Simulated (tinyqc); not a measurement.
Hole mobility in a silicon inversion layer, empirical terms and Matthiessen rule: one step of the calculation.

Inversion layer of sheet density Ns on a uniformly doped body. The mobility terms are empirical power laws with prefactors chosen for the exercise; adding their inverses (Matthiessen) is itself an approximation.

Problem. Depletion charge and effective field. ni = sqrt(Nc Nv) exp(-Eg/(2 Vt)), Eg in volts; Ndep = sqrt(2 eps0 eps_r Nb (2 Vt ln(Nb/ni) + Vsb)/q); E = q (Ndep + eta Ns)/(eps0 eps_r), in MV/cm.

Parameters, values chosen for the exercise; material values close to those of silicon: temperature T = 250 K; band gap Eg = 1.13 eV; relative permittivity of the semiconductor eps_r = 11.5; conduction-band density of states at T Nc = 2.13e19 cm^-3; valence-band density of states at T Nv = 2.04e19 cm^-3; body doping Nb = 2.9e17 cm^-3; reverse body bias Vsb = 0.3 V; weight of the inversion charge in the effective field eta = 0.3333; inversion density Ns = 9.7e11 cm^-2.

Constants: q = 1.602176634e-19 C, kB = 1.380649e-23 J/K, Vt = kB T/q, eps0 = 8.8541878128e-14 F/cm where lengths are in cm. Results are converted to the units shown.

Find: ni; Ndep; E.

Solution.

ni = 8.494e7 cm^-3
Ndep = 2.143e12 cm^-2
E = 0.3881 MV/cm

The depletion charge gives 86.9 % of the field.

Numbers from tinyqc (`OMP_NUM_THREADS=1 python tinyqc.py 2510173 2510174 out.jsonl`; about 0.01 s on one thread of a shared Intel Xeon 2.30GHz).
